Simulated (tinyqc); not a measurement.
Electroplating on a thin resistive seed layer: kinetics, Wagner number and the terminal effect across a wafer. Changing the wafer radius R. Computed by tinyqc, a small Python program. Command: `OMP_NUM_THREADS=1 python tinyqc.py 3120704 3120705 out.jsonl terminal sweep`. One thread of a shared host (Intel(R) Xeon(R) Processor @ 2.30GHz), about 0.04 s of CPU time with the checks.

Current enters the seed at the rim. The bath is treated as a local resistance per area (no lateral flow in the liquid), two electrons per ion, molar volume 7.11 cm^3/mol, Faraday constant F = e N_A, kinematic viscosity 0.01 cm^2/s, omega = 2 pi x rpm/60; k_B T/e is in volts.

Inputs (values chosen for the exercise, of the order of those for copper plating on a thin cobalt or ruthenium seed): seed thickness t = 9.1 nm; seed resistivity = 17 microohm cm; bath conductivity kappa = 0.09 S/cm; gap to the anode h = 5.4 cm; extra resistance of a porous plate = 280 ohm cm^2; exchange current density i_0 = 0.61 mA/cm^2; cathodic transfer coefficient alpha = 0.87; mean current density = 3.7 mA/cm^2; diffusivity of the metal ion = 6.6e-06 cm^2/s; metal ion concentration = 0.61 mol/L; rotation rate = 200 rpm; temperature T = 298 K.

Constants: e = 1.602176634e-19 C; N_A = 6.02214076e+23 1/mol; k_B = 8.617333262e-05 eV/K.

Method:
- Growth rate = i V_m/(2 F). Levich limit i_L = 0.62 x 2 F D^(2/3) omega^(1/2) nu^(-1/6) c. Tafel overpotential eta = (k_B T/(alpha e)) ln(i/i_0); kinetic resistance k_B T/(alpha e i); bath resistance h/kappa + plate; R_s = resistivity/t; Wagner number = kinetic resistance x kappa/R.
- Linearised: with R_t = kinetic + bath resistance the current density obeys (1/r)(r i')' = i R_s/R_t, so i = A I_0(r/l), l = sqrt(R_t/R_s); with x = R/l, edge/centre = I_0(x) and edge/mean = x I_0(x)/(2 I_1(x)).
- Voltage drop in the seed for a uniform current: i R_s R^2/4.
- Full model: seed potential phi(r) with (1/r)(r phi')' = R_s i, where i solves phi = R_b i + (k_B T/(alpha e)) ln(i/i_0) (phi being the driving voltage left at r); phi'(0) = 0 and phi'(R) = R_s i_mean R/2. Solved by collocation to a tolerance of 1e-7.

One run for each value:
```
wafer radius R (cm)  edge over centre, full model  edge over centre, linear  drop for uniform current (mV)
2.5                                         1.086                     1.086                          108.0
5.0                                         1.365                     1.365                          432.0
7.5                                         1.909                     1.910                          972.0
10.0                                        2.858                     2.866                         1728.0
15.0                                        7.108                     7.228                         3888.0
22.5                                       29.758                    32.974                         8748.1
```

Describe the trends.

Over the rows, edge over centre, full model rises from 1.09 to 29.8 (exponent d ln y / d ln x 0.33 between the first rows and 3.5 between the last); edge over centre, linear rises from 1.09 to 33.0 (exponent d ln y / d ln x 0.33 between the first rows and 3.7 between the last); drop for uniform current (mV) rises from 108 to 8750 (exponent d ln y / d ln x about 2.0 throughout).
